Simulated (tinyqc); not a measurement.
Tight binding, dimerised chain, step by step. One step of it, computed by the program tinyqc.

Problem. Bloch Hamiltonian at k. H_AA = +delta, H_BB = -delta, H_AB = -t1 - t2 exp(-i k a).

Parameters chosen for this model:
```
parameter     value                      unit
t1         2.380000       eV, inside the cell
t2         2.200000         eV, between cells
delta             0  eV, +/- on the two sites
```

k point k (2 pi / a): 0.380000

Give: H(k) at k.

Solution.

H(k) at k (eV):
```
                 A                B
A           0.0000  -0.7763+1.5060i
B  -0.7763-1.5060i           0.0000
```
